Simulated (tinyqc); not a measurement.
Absorption edge of a degenerate semiconductor, band filling against gap narrowing: two steps of the calculation.

n-type, parabolic bands, full ionisation. eta = (EF - Ec)/kB T solves N = Nc F12(eta), F12(x) = (2/sqrt(pi)) int_0^infinity sqrt(u)/(1 + exp(u - x)) du. The gap shrinks rigidly by dEg = a3 y^(1/3) + a4 y^(1/4) + a2 y^(1/2), y = N/1e18 cm^-3, an empirical law that is here taken as the true narrowing.

Values chosen for this exercise; band and dielectric values close to those of In0.53Ga0.47As:
- T = 350 K (temperature)
- Eg = 0.75 eV (band gap)
- Nc = 2.57e17 cm^-3 (conduction-band density of states at 350 K, from me)
- me = 0.0404 m0 (electron mass)
- mh = 0.453 m0 (hole mass)
- N = 1.6e18 cm^-3 (ionised donor density)
- a3 = 8.7 meV (coefficient of (N/1e18)^(1/3))
- a4 = 13 meV (coefficient of (N/1e18)^(1/4))
- a2 = 4.3 meV (coefficient of (N/1e18)^(1/2))

Constants: q = 1.602176634e-19 C, kB = 1.380649e-23 J/K, h = 6.62607015e-34 J s, c = 299792458 m/s, Vt = kB T/q. Results are converted to the units shown.

Question 1. Fermi level. Newton step on ln F12(eta) = ln(N/Nc): eta(new) = eta - ln(Nc F12/N) F12/Fm, Fm(x) = dF12/dx = (1/sqrt(pi)) int_0^infinity u^(-1/2)/(1 + exp(u - x)) du.

eta at the start (Boltzmann value) = 1.8287

Wanted: F12; Fm; eta after iteration 1.

Answer 1.

F12 = 2.5791
Fm = 1.3919
eta after iteration 1 = 3.4616

Question 2. The optical edge. Vertical transitions need an empty final state: the edge is taken where the state lies 4 kB T below EF, E_opt = Eg - dEg + (1 + me/mh) max(eta - 4, 0) kB T; wavelength h c/(q E_opt).

converged eta = 3.8679776

Give: dEg; EF - Ec; filling shift; E_opt; wavelength.

Answer 2.

dEg = 30.24 meV
EF - Ec = 116.7 meV
filling shift = 0 meV
E_opt = 0.7198 eV
wavelength = 1723 nm

The edge lies 30.2 meV below the undoped gap: narrowing outweighs filling.

Range of the model: Band tails, non-parabolic bands and incomplete ionisation are left out.

Computed by the program tinyqc: `OMP_NUM_THREADS=1 python tinyqc.py 2330052 2330053 out.jsonl`, one thread of a shared Intel Xeon 2.30GHz, about 0.01 s for the whole run.
